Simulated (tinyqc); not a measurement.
# Worked calculation: semiconductor laser, carrier and photon rate equations

Computed by the program tinyqc: `OMP_NUM_THREADS=1 python tinyqc.py 2840010 2840011 out.jsonl`, one thread of a shared Intel Xeon 2.30GHz, about 0.01 s for the whole run. Printed values are rounded.

Carrier density N and photon density S in one mode: dN/dt = F1 = eta I/(q V) - (A N + B N^2 + C N^3) - vg g S; dS/dt = F2 = G vg g S + G be B N^2 - S/tp, with g = g0 ln(N/Ntr)/(1 + ec S). Output power P = Fo Eph S V/(G tp). No heating, no carrier transport.

Parameters, values chosen for the exercise: active volume V = 2.4e-11 cm^3; confinement factor G = 0.106; group velocity vg = 7.96e9 cm/s; gain coefficient g0 = 1400 1/cm; transparency density Ntr = 2.1e18 cm^-3; gain compression ec = 2.7e-17 cm^3; photon lifetime tp = 1.7 ps; defect recombination coefficient A = 1.5e8 1/s; radiative coefficient B = 1.4e-10 cm^3/s; Auger coefficient C = 1.2e-29 cm^6/s; share of spontaneous emission into the mode be = 5.5e-5; injection efficiency eta = 0.88; share of cavity losses that is output Fo = 0.59; photon energy Eph = 0.95 eV; drive current I = 23 mA; time step dt = 4 ps.

Constants: q = 1.602176634e-19 C. Results are converted to the units shown.

## Threshold

gth = 1/(G vg tp), Nth = Ntr exp(gth/g0), Ith = q V (A Nth + B Nth^2 + C Nth^3)/eta. Above it S is near G tp eta (I - Ith)/(q V). Carrier lifetime at threshold Nth/(A Nth + B Nth^2 + C Nth^3).

gth = 697.1595 1/cm
Nth = 3.455297e18 cm^-3
Ith = 11.73144 mA
estimate of S = 4.647125e14 cm^-3
carrier lifetime = 1.286984 ns

## Iteration 1: steady state by Newton steps

(N, S) at the start (Nth and the estimate of S): N (1e18 cm^-3) 3.455, S (1e15 cm^-3) 0.465

Jacobian, with a = g0/(N (1 + ec S)) and d = g/(1 + ec S): J11 = -(A + 2 B N + 3 C N^2) - vg a S, J12 = -vg d, J21 = G vg a S + 2 G be B N, J22 = G vg d - 1/tp. Solve J d = -F and add d to (N, S).

F1, F2 (1e27 cm^-3/s): [0.03129988, -0.003428466]

J (1/ns):
```
            N          S
F1  -3.028380  -5411.691
F2  0.1570178  -14.59604
```

(N, S) after iteration 1: N (1e18 cm^-3) 3.476266, S (1e15 cm^-3) 0.4588832

## Iteration 2: steady state by Newton steps

As before.

F1, F2 (1e27 cm^-3/s): [3.903174e-4, -5.405962e-5]

J (1/ns):
```
            N          S
F1  -3.011450  -5480.177
F2  0.1540296  -7.336547
```

(N, S) after iteration 2: N (1e18 cm^-3) 3.476612, S (1e15 cm^-3) 0.4587646

## Course of the iteration: steady state by Newton steps

Stop when the largest change of (N, S) is below 1e-9, or after 40 iterations. N is counted in 1e18 and S in 1e15 cm^-3, and S must be positive.

Course of the iteration:
```
iteration  S (1e15 cm^-3)  largest |change| of one entry
1               0.4588832                         0.0213
2               0.4587646                        3.45e-4
3               0.4587646                        1.05e-7
4               0.4587646                       9.77e-15
```

Converged in 4 iterations. The change falls from 0.021 in the first iteration to below the tolerance in the last.

## Power, relaxation frequency, damping and bandwidth

N = 3.476612e18 cm^-3
S = 4.587646e14 cm^-3

Jacobian, with a = g0/(N (1 + ec S)) and d = g/(1 + ec S): J11 = -(A + 2 B N + 3 C N^2) - vg a S, J12 = -vg d, J21 = G vg a S + 2 G be B N, J22 = G vg d - 1/tp. wR^2 = det J, gamma = -trace J, fR = wR/(2 pi); the response wR^2/(wR^2 - w^2 + i gamma w) falls to 1/sqrt(2) at w^2 = x + sqrt(x^2 + wR^4), x = wR^2 - gamma^2/2 (f3dB = w/(2 pi)).

P = 5.486967 mW
fR = 4.682828 GHz
gamma = 10.22947 1/ns
f3dB = 7.119912 GHz

f3dB is 1.52 times fR (1.55 without damping). gamma/wR = 0.35: the response has a resonance peak.

## One Runge-Kutta step of a transient

(N, S) at the start: N (1e18 cm^-3) 3.546, S (1e15 cm^-3) 0.229

y = (N, S), k1 = F(y), k2 = F(y + dt k1/2), k3 = F(y + dt k2/2), k4 = F(y + dt k3), y(new) = y + dt (k1 + 2 k2 + 2 k3 + k4)/6.

slopes per ps, N in 1e18 and S in 1e15 cm^-3:
```
          dN/dt        dS/dt
k1  0.001107622  0.006148808
k2  0.001031525  0.006606370
k3  0.001026603  0.006615532
k4  9.453041e-4  0.007093548
```

(N, S) after the step: N (1e18 cm^-3) 3.550113, S (1e15 cm^-3) 0.2554574
